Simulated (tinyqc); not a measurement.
Worked calculation: polar nitride quantum well with polarisation fields. Values are carried at full precision from step to step, so a last printed digit may differ when a step is redone from the rounded ones.

Growth along [0001]. e_par = (a_sub - a)/a, Ppz = 2 e_par (e31 - e33 C13/C33), P = Psp + Ppz in each layer; strain relaxation and the strain shift of the gaps are left out, although thick layers with more than about 1 % mismatch would relax.

Constants: hbar^2/2m0 = 3.80998211 eV angstrom^2; hc = 1239.841984 eV nm.

Parameters, chosen for this exercise (near those of an InGaN well in GaN; the results hold for these values, not for the real material):
- a_w = 3.292 angstrom (lattice constant a, well)
- a_b = 3.189 angstrom (lattice constant a, barrier)
- a_sub = 3.189 angstrom (in-plane lattice constant of the stack)
- Psp_w = -0.0297 C/m^2 (spontaneous polarisation)
- Psp_b = -0.0341 C/m^2 (spontaneous polarisation)
- e31_w = -0.374 C/m^2
- e31_b = -0.346 C/m^2
- e33_w = 0.737 C/m^2
- e33_b = 0.686 C/m^2
- C_w = 0.295 (C13/C33)
- C_b = 0.264 (C13/C33)
- Lw = 43 angstrom (well width)
- Lb = 60 angstrom (barrier width)
- eps_w = 11.4 (dielectric constant)
- eps_b = 10.1 (dielectric constant)
- Eg = 2.354 eV (gap of the well)
- Vc = 0.738 eV (conduction offset)
- Vv = 0.347 eV (valence offset)
- me = 0.162 m0 (electron, well)
- meb = 0.2 m0 (electron, barrier)
- mh = 1.95 m0 (hole, everywhere)

## Strain and polarisation

Give strain and polarisation of well and barrier; the bound sheet charge is |P_w - P_b|/e with e = 1.602176634e-19 C.

Layers:
```
layer       e_par  Ppz (C/m^2)  P (C/m^2)
well     -0.03129      0.03701    0.00731
barrier   0.00000      0.00000   -0.03410
```

sheet charge = 2.585 x 1e13/cm^2

Of P_w - P_b = +0.0414 C/m^2 the piezoelectric part gives +0.0370 and the spontaneous part +0.0044.

## Built-in fields

In a periodic stack without free charge the potential drop over a period vanishes: F_w = (P_b - P_w) Lb/(eps0 (eps_w Lb + eps_b Lw)), F_b = -F_w Lw/Lb, eps0 = 8.8541878e-12 F/m; 1 MV/cm = 1e8 V/m = 0.01 V/angstrom.

Give both fields and the drop |F_w| Lw across the well.

F_w = -2.509 MV/cm
F_b = 1.798 MV/cm
drop = 1.079 eV

## Levels with and without the field

Envelope functions on cells of 0.25 angstrom over barrier, well, barrier (widths Lb, Lw, Lb), psi = 0 beyond, psi'/m continuous (mean mass between points), c = hbar^2/2m0. With u(z) the integral of e F (F_w in the well, F_b = -F_w Lw/Lb in the barriers, 1 MV/cm = 0.01 V/angstrom), zero at the centre of the well, the electron sees u plus Vc in the barriers and the hole -u plus Vv. The transition is Eg + E_e + E_h; excitons are left out.

Ground states of electron and hole, their centres, the squared overlap, the transition and its wavelength hc/E.

Results:
```
case            E_e (eV)  E_h (eV)  <z>_e  <z>_h  overlap^2  E (eV)     nm
no field          0.0749    0.0084    0.0    0.0      0.978  2.4373  508.7
built-in field   -0.1241   -0.3517   13.0  -17.6    0.00289  1.8782  660.1
```

The field shifts the line by -559 meV, below the gap of the well material, pulls the carriers 30.6 angstrom apart and, with the rate proportional to overlap^2, lengthens the radiative lifetime by a factor 339.

## Estimate from two triangular wells

For a strong field: E = Eg - |e F_w| Lw + a0 (c (e F_w)^2)^(1/3) (me^(-1/3) + mh^(-1/3)), a0 = 2.338107, hard walls, c = hbar^2/2m0, 1 MV/cm = 0.01 V/angstrom.

electron term = 0.5741 eV
hole term = 0.2505 eV
E = 2.0997 eV

Both terms lie below the drop across the well, but the estimate also takes the near wall as infinitely high. Against the grid result 1.8782 eV the estimate errs by +222 meV: +159 from the electron and +63 from the hole, since hard walls stand in for offsets of 0.738 and 0.347 eV into which the carriers leak.

## Checks

- Electron level without field against the matching condition of the square well, eV: both 0.075.

Program tinyqc; command `OMP_NUM_THREADS=1 python tinyqc.py 1252138 1252139 out.jsonl`; about 0.03 s on one thread of a shared Intel(R) Xeon(R) Processor @ 2.30GHz.
